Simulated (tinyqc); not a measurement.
Active against total: solid solubility of a dopant against its melt (retrograde solidus), clustering and the electrically active fraction. Computed by tinyqc, a small Python program. Command: `OMP_NUM_THREADS=1 python tinyqc.py 3016433 3016434 out.jsonl retro walk`. One thread of a shared host (Intel(R) Xeon(R) Processor @ 2.30GHz), about 0.01 s of CPU time with the checks.

Inputs (values chosen for the exercise, of the order of those of aluminium in silicon for the solubility):
```
quantity,value,unit
atoms per cluster m,3,-
cluster scale N* at 1273 K,4.3e+20,1/cm^3
activation energy E_b of the cluster scale,0.57,eV
anneal temperature T_a,1225,K
```

Clustering: clusters of m atoms, electrons left out.

Constants: k_B = 8.617333262e-05 eV/K.

Method. A highly soluble donor (another dopant than that of the solidus) is limited by clustering. Donors N_a are active, and clusters hold m atoms each: N_t = N_a + m C, m C = N* (N_a/N*)^m, with N*(T) = N*(1273 K) exp[-(E_b/k_B)(1/T - 1/1273)].

Active density (1/cm^3):
```
N_t (1/cm^3),N_a at T_a,fraction,N_a at T_a + 150 K,N_a at T_a - 150 K
1.00e+19,9.9919e+18,0.99919,9.9975e+18,9.9637e+18
3.00e+19,2.9785e+19,0.99284,2.9933e+19,2.9097e+19
1.00e+20,9.3382e+19,0.93382,9.7669e+19,8.0715e+19
2.00e+20,1.6409e+20,0.82047,1.8433e+20,1.2623e+20
5.00e+20,2.9383e+20,0.58767,3.7161e+20,2.0122e+20
1.00e+21,4.1580e+20,0.41580,5.6019e+20,2.7090e+20
2.00e+21,5.6148e+20,0.28074,7.8585e+20,3.5529e+20
5.00e+21,8.0235e+20,0.16047,1.1541e+21,4.9703e+20
```

The exponent d ln N_a/d ln N_t falls from 0.99 to 0.39, towards 1/m = 0.333. At the highest dose a 150 K hotter anneal gives 1.44 times the active density, and a later step 150 K cooler would cut it to 0.62 if it ran to equilibrium: short hot anneals come last. For ionised donors far above n_i the electrons enter the mass action too and halve the limiting exponent.

Extremes, crossings and ranges named in words are read from the listed rows.
